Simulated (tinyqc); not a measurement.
# Nanowire ballistic transistor, top-of-the-barrier model, step by step

Computed by the program tinyqc: `OMP_NUM_THREADS=1 python tinyqc.py 2400129 2400130 out.jsonl`, one thread of a shared Intel Xeon 2.30GHz, about 0.05 s for the whole run. Printed values are rounded.

At the top of the source barrier, states moving towards the drain are filled by the source (Fermi level 0) and states moving back by the drain (Fermi level -q Vd); nothing scatters. U is the shift of the band edge there, set by the capacitances CG, CD and CS (the total) and by the charge. Parabolic one-dimensional subband; the source is grounded.

Parameters, values chosen for the exercise; mass and valleys close to those of germanium: temperature T = 250 K; effective mass m = 0.125 m0; valley degeneracy gv = 4; relative permittivity of the gate insulator eox = 3.9; insulator thickness tox = 3.9 nm; wire diameter d = 2 nm; gate control CG/CS aG = 0.86; drain control CD/CS aD = 0.09; band edge at the barrier top above the source Fermi level at zero bias E0 = 0.18 eV; gate voltage Vg = 0.5 V; drain voltage Vd = 0.5 V.

Constants: q = 1.602176634e-19 C, kB = 1.380649e-23 J/K, hbar = 1.054571817e-34 J s, h = 6.62607015e-34 J s, m0 = 9.1093837015e-31 kg, Vt = kB T/q, eps0 = 8.8541878128e-14 F/cm where lengths are in cm. Results are converted to the units shown.

## Density of states, capacitances and charge at zero bias

N0 = gv sqrt(2 m kB T/pi)/hbar, CG = 2 pi eps0 eox/ln(1 + 2 tox/d), CS = CG/aG, n0 = n at U = 0 and Vd = 0. eta1 = -(E0 + U)/Vt, eta2 = eta1 - Vd/Vt, n = (N0/2)[F_(-1/2)(eta1) + F_(-1/2)(eta2)], F_(-1/2)(x) = (1/sqrt(pi)) int_0^infinity u^(-1/2)/(1 + exp(u - x)) du. UL = -(aG Vg + aD Vd).

N0 = 5.99978e6 cm^-1
CG = 1.36523 pF/cm
CS = 1.58747 pF/cm
n0 = 1410.66 cm^-1
UL = -0.475 eV

## Iteration 1: self-consistent potential at the barrier top

U at the start (U = UL) = -0.475 eV

eta1 = -(E0 + U)/Vt, eta2 = eta1 - Vd/Vt, n = (N0/2)[F_(-1/2)(eta1) + F_(-1/2)(eta2)], F_(-1/2)(x) = (1/sqrt(pi)) int_0^infinity u^(-1/2)/(1 + exp(u - x)) du. U(out) = UL + q (n - n0)/CS. Newton step: U(new) = U + (U(out) - U)/(1 + CQ/CS), CQ = (q/Vt) dn/d(eta1) with both F' summed; F' = dF_(-1/2)/dx.

eta1 = 13.6933
eta2 = -9.51570
n = 1.24981e7 cm^-1
U(out) = 0.786244 eV
CQ = 3.42699 pF/cm
U after iteration 1 = -0.0757165 eV

## Iteration 2: self-consistent potential at the barrier top

As before.

eta1 = -4.84064
eta2 = -28.0497
n = 23573.5 cm^-1
U(out) = -0.472763 eV
CQ = 0.174344 pF/cm
U after iteration 2 = -0.433473 eV

## Course of the iteration: self-consistent potential at the barrier top

Stop when U changes by less than 1e-9 eV, or after 90 iterations.

Course of the iteration:

| iteration | U (eV) | \|change\| (eV) |
|---|---|---|
| 1 | -0.0757165 | 0.399 |
| 2 | -0.433473 | 0.358 |
| 3 | -0.0955966 | 0.338 |
| 4 | -0.389366 | 0.294 |
| 5 | -0.117339 | 0.272 |
| 6 | -0.317133 | 0.200 |
| 7 | -0.154630 | 0.163 |
| 8 | -0.216026 | 0.0614 |
| 9 | -0.196023 | 0.0200 |
| 10 | -0.196378 | 3.55e-4 |
| 11 | -0.196378 | 2.14e-7 |
| 12 | -0.196378 | 7.55e-14 |

Converged in 12 iterations. At the end the number of correct digits about doubles with each step.

## Current, mean velocity and share of the gate voltage

converged U = -0.196378 eV

N0 = gv sqrt(2 m kB T/pi)/hbar, CG = 2 pi eps0 eox/ln(1 + 2 tox/d), CS = CG/aG, n0 = n at U = 0 and Vd = 0. eta1 = -(E0 + U)/Vt, eta2 = eta1 - Vd/Vt, n = (N0/2)[F_(-1/2)(eta1) + F_(-1/2)(eta2)], F_(-1/2)(x) = (1/sqrt(pi)) int_0^infinity u^(-1/2)/(1 + exp(u - x)) du. I = gv (2 q^2/h) Vt [ln(1 + exp eta1) - ln(1 + exp eta2)]. Mean velocity I/(q n). CQ = (q/Vt) dn/d(eta1); the band edge follows the gate as -dU/dVg = aG/(1 + CQ/CS).

eta1 = 0.760216
n = 2.76207e6 cm^-1
I = 7.63705 uA
mean velocity = 1.72576e7 cm/s
CQ = 9.82016 pF/cm
-dU/dVg = 0.119677 eV/V

The carriers from the source are near degeneracy (eta1 = 0.760), and the mean velocity is 1.24 times vT = sqrt(2 kB T/(pi m)) = 1.39e7 cm/s.
